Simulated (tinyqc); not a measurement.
Worked calculation: Hubbard ring of 6 sites. One step of it, computed by the program tinyqc.

Task: Mean-field iteration 2. H(up) = T + U n(down), H(down) = T + U n(up); fill the lowest levels; n(new) = n + mixing (n(out) - n); E = tr T (rho up + rho down) + U sum n_up n_down of the output.

one-body matrix (hopping and site energies) (eV), lower triangle:
```
,1,2,3,4,5,6
1,-0.300000
2,-1.400000,0.770000
3,0.000000,-1.400000,0.110000
4,0.000000,0.000000,-1.400000,0.400000
5,0.000000,0.000000,0.000000,-1.400000,0.750000
6,-1.400000,0.000000,0.000000,0.000000,-1.400000,-0.650000
```

U = 9.600000 eV

electrons, up and down: 4  3

mixing = 0.200000

n(up) after iteration 1: 1 0.965367, 2 0.310482, 3 0.961036, 4 0.322814, 5 0.959935, 6 0.481966

n(down) after iteration 1: 1 0.178313, 2 0.819649, 3 0.178063, 4 0.823794, 5 0.173239, 6 0.826943

Give: levels, up; levels, down; energy; n(up) after iteration 2; n(down) after iteration 2.

Result:

levels, up (eV): 0.6468  1.3722  1.9278  7.8153  8.7414  9.3765

levels, down (eV): 2.5586  3.2898  3.5697  9.4384  9.8981  10.7407

energy = 7.4899 eV

n(up) after iteration 2: 1 0.9647, 2 0.2643, 3 0.9573, 4 0.2847, 5 0.9560, 6 0.5743

n(down) after iteration 2: 1 0.1619, 2 0.8381, 3 0.1589, 4 0.8443, 5 0.1529, 6 0.8440
